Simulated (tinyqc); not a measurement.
Inside a calculation. Method: sp3 tight binding, zinc-blende lattice. One step of it, computed by the program tinyqc.

Question. Levels at X. Diagonalise the Hermitian matrix.

H(k) at X (eV):
```
                     a s                a px                a py                a pz
a s           -13.260000            0.000000            0.000000            0.000000
a px            0.000000           -7.720000            0.000000            0.000000
a py            0.000000            0.000000           -7.720000            0.000000
a pz            0.000000            0.000000            0.000000           -7.720000
c s             0.000000  0.000000+4.378744i            0.000000            0.000000
c px  0.000000-4.378744i            0.000000            0.000000            0.000000
c py            0.000000            0.000000            0.000000  0.000000-5.564500i
c pz            0.000000            0.000000  0.000000-5.564500i            0.000000

                     c s                c px                c py                c pz
a s             0.000000  0.000000+4.378744i            0.000000            0.000000
a px  0.000000-4.378744i            0.000000            0.000000            0.000000
a py            0.000000            0.000000            0.000000  0.000000+5.564500i
a pz            0.000000            0.000000  0.000000+5.564500i            0.000000
c s           -13.260000            0.000000            0.000000            0.000000
c px            0.000000           -7.720000            0.000000            0.000000
c py            0.000000            0.000000           -7.720000            0.000000
c pz            0.000000            0.000000            0.000000           -7.720000
```

Give: eigenvalues.

Answer.

eigenvalues (eV): -15.6713  -15.6713  -13.2845  -13.2845  -5.3087  -5.3087  -2.1555  -2.1555
